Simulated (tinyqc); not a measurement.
Electron-beam lithography: double-Gaussian proximity function, edge placement and dose correction for parallel lines: one step, computed by the program tinyqc.

Lines are infinitely long. Absorbed energy is counted so that the middle of a very large area written at dose 1 receives 1; the resist develops where it exceeds 1/2.

Problem. Dose correction. Uncorrected edge energies are M 1. Solve M d = 1/2 for the doses d that put the mean edge energy of every line at the threshold.

M:
```
,1,2,3,4,5
1,0.4042050,0.0692501,0.0001185,0.0000802,0.0000157
2,0.0481977,0.4737869,0.0025781,0.0018692,0.0010083
3,0.0038329,0.2326911,0.2422186,0.0030223,0.0018302
4,0.0035144,0.2276578,0.0041214,0.2411191,0.0018580
5,0.0009162,0.1520418,0.0036605,0.0027251,0.2401570
```

Give: edge energies at dose 1; corrected doses; largest over smallest dose.

Solution.

edge energies at dose 1: 1 0.47367, 2 0.52744, 3 0.48360, 4 0.47827, 5 0.39950

corrected doses: 1 1.0767, 2 0.9320, 3 1.1265, 4 1.1475, 5 1.4576

largest over smallest dose = 1.5639
